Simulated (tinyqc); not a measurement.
Length offset and series resistance from crossing lines.

Inverse problem. R_total = Rs + k (L - dL)/Vo with constant Rs, dL and k. Find k, dL and Rs.

R_total at (L, Vo) = (60, 0.32), (180, 0.32), (60, 0.79) and (180, 0.79), L in nm and Vo in V (ohm um): 311.09375  873.59375  191.45570  419.30380

Answer. At each overdrive R is a straight line in L with slope k/Vo; the two lines cross at L = dL, R = Rs.

k = 1.500 ohm um V/nm
dL = 17.10 nm
Rs = 110.0 ohm um

Numbers from tinyqc (`OMP_NUM_THREADS=1 python tinyqc.py 2282191 2282192 out.jsonl`; about 0.03 s on one thread of a shared Intel Xeon 2.30GHz).
